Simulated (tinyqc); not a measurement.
Energy relaxation with and without hot phonons: decay of LO phonons and the hot-phonon bottleneck in the cooling of electrons. Computed by tinyqc, a small Python program. Command: `OMP_NUM_THREADS=1 python tinyqc.py 3015834 3015835 out.jsonl hotphonon walk`. One thread of a shared host (Intel(R) Xeon(R) Processor @ 2.30GHz), about 0.01 s of CPU time with the checks.

n(E, T) = 1/(exp(E/(k_B T)) - 1) is the Bose occupation. Electrons have a temperature T_e; the LO modes within their reach share one occupation N; the decay products stay at the lattice temperature.

Inputs (values chosen for the exercise, modelled on indium phosphide): LO energy hbar omega = 44 meV; lifetime at T = 0, tau_0 = 11 ps; share f of the energy in the softer product = 0.2; lattice temperature T = 300 K; electron mass m* = 0.0828 m_0; eps_inf = 9.65; static dielectric constant eps_s = 12.1; electron density n = 2e+17 1/cm^3; density of LO modes that the electrons reach, N_m = 9.6e+19 1/cm^3.

Decay channel: two unequal phonons (Ridley).

Constants: k_B = 8.617333262e-05 eV/K; c = 299792458 m/s; e^2/(4 pi eps_0) = 14.39964548 eV angstrom; hbar^2/(2 m_0) = 3.80998212 eV angstrom^2; hbar = 6.582119569e-16 eV s; e = 1.602176634e-19 C; k_B = 1.380649e-23 J/K.

Method:
- Decay rate 1/tau = (1/tau_0) [1 + n(f hbar omega) + n((1 - f) hbar omega)].
- Full width Gamma = 1/(2 pi c tau) in 1/cm, c in cm/s.
- Froehlich coupling alpha = (e^2/(4 pi eps_0)) (1/eps_inf - 1/eps_s) k_0/(2 hbar omega), k_0 = sqrt(m* hbar omega/(hbar^2/(2 m_0))); emission time tau_sp = hbar/(2 alpha hbar omega); bottleneck ratio r = (n/N_m) tau/tau_sp.
- Net emission per electron: [(N + 1) x - N]/tau_sp with x = exp(-hbar omega/(k_B T_e)), a simple two-level balance; steady state of the modes: n [(N + 1) x - N]/tau_sp = N_m (N - N_0)/tau; power per electron P = hbar omega [(N + 1) x - N]/tau_sp.
- P(T_e) = (hbar omega/tau_sp) [(N_0 + 1) x - N_0]/[1 + r (1 - x)], and r = 0 without hot phonons; energy relaxation time tau_E = (3/2) k_B (T_e - T)/P.

emission time tau_sp = 70.4499 fs

equilibrium LO occupation N_0 = 0.222971

bottleneck ratio r = 0.0853650

phonon lifetime tau = 2.88670 ps

Cooling:
```
T_e (K)  P, cold phonons (nW)  P, hot phonons (nW)   ratio  tau_E (ps)        N
330                    3.7336               3.4985  1.0672     0.17759  0.22596
380                    9.6144               9.0438  1.0631     0.18319  0.23069
450                    17.036               16.103  1.0579     0.19291  0.23671
600                    29.942               28.546  1.0489     0.21765  0.24732
800                    42.330               40.691  1.0403     0.25448  0.25768
1100                   54.620               52.942  1.0317     0.31294  0.26814
1600                   66.630               65.111  1.0233     0.41349  0.27852
2300                   75.702               74.437  1.0170     0.55644  0.28647
```

Reabsorption cuts the loss by a factor 1.07 at the lowest T_e and 1.02 at the highest; the factor is 1 + r (1 - x) with r = 0.0854. tau_E runs from 0.18 to 0.56 ps, with its shortest value, 0.18 ps, at T_e = 330 K, against tau_sp = 70 fs and a phonon lifetime of 2.9 ps. Pauli blocking is left out, as are upper valleys and non-parabolic bands, which can matter above about 1000 K.

Extremes, crossings and ranges named in words are read from the listed rows.
